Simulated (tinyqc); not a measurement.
Plane-wave Kohn-Sham cycle with exchange-only LDA in a layered model solid, step by step. One step of it, computed by the program tinyqc.

Problem. Iteration 2: potential. V_H(G) = 4 pi rho(G)/G^2 for G != 0 (uniform background); v_x = -(3 rho/pi)^(1/3); V = V_ext + V_H + v_x; Fourier components f(G_m) = (1/N) sum_j f(x_j) exp(-i G_m x_j).

A solid whose potential varies along x alone (atomic units):
```
parameter                      value
period a                   13.800000
cross-section of the cell  36.000000
electrons per cell                 2
grid points                       16
plane waves -n..n, n               2
k points                           2
V1 in V1 cos(2 pi x/a)     -0.340000
V2 in V2 cos(4 pi x/a)     -0.270000
```

density after iteration 1 (e/bohr^3): 0.01724492  0.01400861  0.00723683  0.00205166  0.00019819  0.00001386  0.00000436  0.00002893  0.00008245  0.00002893  0.00000436  0.00001386  0.00019819  0.00205166  0.00723683  0.01400861

Give: Potentials on the grid; V(G_m), m = 0, 1, 2, ....

Solution.

Potentials on the grid (hartree):
```
x          V_ext      V_H      v_x        V
0.0000   -0.6100   0.4925  -0.2544  -0.3720
0.8625   -0.5050   0.4333  -0.2374  -0.3091
1.7250   -0.2404   0.2837  -0.1905  -0.1472
2.5875    0.0608   0.1027  -0.1251   0.0384
3.4500    0.2700  -0.0626  -0.0574   0.1500
4.3125    0.3210  -0.1934  -0.0237   0.1040
5.1750    0.2404  -0.2868  -0.0161  -0.0625
6.0375    0.1232  -0.3426  -0.0302  -0.2496
6.9000    0.0700  -0.3611  -0.0429  -0.3340
7.7625    0.1232  -0.3426  -0.0302  -0.2496
8.6250    0.2404  -0.2868  -0.0161  -0.0625
9.4875    0.3210  -0.1934  -0.0237   0.1040
10.3500   0.2700  -0.0626  -0.0574   0.1500
11.2125   0.0608   0.1027  -0.1251   0.0384
12.0750  -0.2404   0.2837  -0.1905  -0.1472
12.9375  -0.5050   0.4333  -0.2374  -0.3091
```

V(G_m), m = 0, 1, 2, ... (hartree): -0.1036  -0.0199  -0.1248  0.0098  0.0008
